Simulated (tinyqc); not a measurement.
# Band offsets of oxides on a semiconductor by the charge-neutrality-level model, step by step

Program tinyqc, `OMP_NUM_THREADS=1 python tinyqc.py 2410053 2410054 out.jsonl`; Intel Xeon 2.30GHz, shared host, one thread, about 0.01 s. Printed values are rounded.

Each material has a charge-neutrality level at the depth Phi = chi + Eg - CNL below vacuum. For oxide B on semiconductor A, dEc = (chiA - PhiA) - (chiB - PhiB) + S (PhiA - PhiB), dEv = EgB - EgA - dEc, with the pinning factor S = 1/(1 + 0.1 (eps_inf - 1)^2) of the oxide. S = 1 is the affinity rule, S = 0 aligns the two levels.

Parameters, values chosen for the exercise; substrate values close to those of 4H silicon carbide:

| symbol | value | unit | meaning |
|---|---|---|---|
| EgA | 3.19 | eV | gap of the semiconductor |
| chiA | 3.51 | eV | its electron affinity |
| cA | 1.73 | eV | its charge-neutrality level above the valence edge |

Range of the model: The model ignores the chemistry of the actual interface, which can move offsets by several tenths of an eV.

## One oxide

oxide values (close to aluminium oxide): Eg (eV) 8.64, chi (eV) 0.99, CNL (eV) 5.39, eps_inf 3.49

Depths of both levels, S and the two offsets.

PhiA = 4.97 eV
PhiB = 4.24 eV
S = 0.617280
dEc = 2.24061 eV
dEv = 3.20939 eV

The limits are dEc = 2.52 eV (S = 1) and 1.79 eV (S = 0).

## Oxides compared

Oxides (values chosen for the exercise, close to those of the materials named):
```
	Eg (eV)	chi (eV)	CNL above Ev (eV)	eps_inf
silicon dioxide	9.08	0.89	4.56	2.21
silicon nitride	5.24	2.16	2.55	4.06
aluminium oxide	8.64	0.99	5.39	3.49
hafnium oxide	6	2.45	3.64	4.05
zirconium oxide	5.97	2.51	3.69	4.86
titanium oxide	3.09	3.84	2.2	7.97
tantalum oxide	4.5	3.29	3.36	4.91
```

The same for each oxide, with both limits.

Offsets:
```
	S	dEc (eV)	dEv (eV)	dEc, S = 1 (eV)	dEc, S = 0 (eV)
silicon dioxide	0.8723	2.676	3.214	2.620	3.060
silicon nitride	0.5164	1.292	0.7580	1.350	1.230
aluminium oxide	0.6173	2.241	3.209	2.520	1.790
hafnium oxide	0.5181	0.9829	1.827	1.060	0.9000
zirconium oxide	0.4016	0.8923	1.888	1.000	0.8200
titanium oxide	0.1707	-0.5290	0.4290	-0.3300	-0.5700
tantalum oxide	0.3954	-0.1065	1.416	0.2200	-0.3200
```

Both offsets exceed 1 eV for: silicon dioxide, aluminium oxide. dEc falls short for: hafnium oxide, zirconium oxide, titanium oxide, tantalum oxide. dEv falls short for: silicon nitride, titanium oxide. The choice of S matters most for aluminium oxide, where the limits differ by 0.730 eV.
